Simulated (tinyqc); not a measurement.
X-ray reflectivity of a thin film on silicon: critical angles, Parratt recursion, fringes and roughness: one step, computed by the program tinyqc. Command: `OMP_NUM_THREADS=1 python tinyqc.py 3120040 3120041 out.jsonl xrr walk`. One thread of a shared host (Intel(R) Xeon(R) Processor @ 2.30GHz), about 0.01 s of CPU time with the checks.

n = 1 - delta + i beta; the classical electron radius is r_e = 2.8179403e-6 nm. Layer 0 is vacuum, 1 the film, 2 the substrate.

Question. Optical constants. delta = r_e lambda^2 rho_e/(2 pi), rho_e = density x electrons per mass x N_A; critical angle sqrt(2 delta), q_c = 4 sqrt(pi r_e rho_e).

Inputs (values chosen for the exercise, modelled on tungsten on silicon, copper K-alpha radiation): wavelength lambda = 0.15406 nm; film density rho = 18.4 g/cm^3; effective electrons per unit mass, film = 0.399 mol/g; beta/delta, film = 0.077; substrate density = 2.33 g/cm^3; effective electrons per unit mass, substrate = 0.507 mol/g; beta/delta, substrate = 0.023.

Constants: N_A = 6.02214076e+23 1/mol.

Give: the table «Constants» with the columns rho_e (1/nm^3), delta, beta, critical angle (degrees), q_c (1/nm), for layer = film, substrate.

Answer.

Constants:
```
layer      rho_e (1/nm^3)      delta       beta  critical angle (degrees)  q_c (1/nm)
film                 4421  4.706e-05  3.624e-06                    0.5559      0.7914
substrate             711  7.573e-06  1.742e-07                    0.2230      0.3174
```
